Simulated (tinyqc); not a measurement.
Schottky barrier on an n-type semiconductor with a doping step, non-linear Poisson equation by Newton steps: Capacitance-voltage profiling.

One dimension, metal at x = 0, donor density C(x) = N1 for x < x1 and Nd beyond. Energies are counted from the electron Fermi level of the semiconductor and the conduction-band edge is Ec = -psi, so n = Nc exp(psi/Vt); holes follow the Fermi level of the metal, at -V, so p = Nv exp((V - psi - Eg)/Vt). Ends: psi(0) = V - phiB and psi = Vt ln(Nd/Nc) deep inside. Boltzmann statistics, full ionisation, no current, no image force in the Poisson equation.

The Poisson equation d/dx(eps0 eps_r dpsi/dx) = -q (p - n + C) is solved on a mesh of about 1000 nodes or more that ends in neutral material. C_s = q d/dV of the integral of n over x, from the linearised equation. Probed depth w = eps0 eps_r/C_s; apparent doping N_app = C_s^3/(q eps0 eps_r dC_s/dV), the derivative by central differences over +/- 0.02 V.

Parameters, values chosen for the exercise; band and dielectric values close to those of germanium:
- T = 300 K (temperature)
- Eg = 0.66 eV (band gap)
- eps_r = 16.2 (relative permittivity)
- Nc = 1.03e19 cm^-3 (conduction-band density of states at T)
- Nv = 5.95e18 cm^-3 (valence-band density of states at T)
- Nd = 3.6e17 cm^-3 (donor density deep in the semiconductor)
- phiB = 0.42 eV (barrier height)
- x1 = 27 nm (depth of the doping step)
- N1 = 1.1e17 cm^-3 (donor density above the step)

Constants: q = 1.602176634e-19 C, kB = 1.380649e-23 J/K, Vt = kB T/q, eps0 = 8.8541878128e-14 F/cm where lengths are in cm. Results are converted to the units shown.

The same in every row: true C(w) (cm^-3) = 3.60e17.

Capacitance-voltage profiling:
```
V (V)  C_s (nF/cm^2)  w (nm)  N_app (cm^-3)  |E_0| (kV/cm)
0                319    45.0        3.49e17            106
-0.33            237    60.6        3.60e17            168
-0.67            196    73.3        3.60e17            219
-1               171    83.7        3.60e17            261
-1.33            154    93.0        3.60e17            299
-1.67            141     102        3.60e17            334
-2               131     109        3.60e17            365
-2.33            123     117        3.60e17            394
-2.67            116     124        3.60e17            422
-3               110     130        3.60e17            448
```

C_s falls from 319 to 110 nF/cm^2 while the probed depth goes from 45.0 to 130 nm. The apparent doping rises from 3.49e17 to 3.60e17 cm^-3. It departs most from the true doping at that depth for V = 0 V, where it is 3.0 % below it; so the doping is read well over the depths probed. The step lies inside the layer that is depleted at zero bias and is not seen.

Computed by the program tinyqc: `OMP_NUM_THREADS=1 python tinyqc.py 2020033 2020034 out.jsonl`, one thread of a shared Intel Xeon 2.30GHz, about 0.05 s for the whole run.
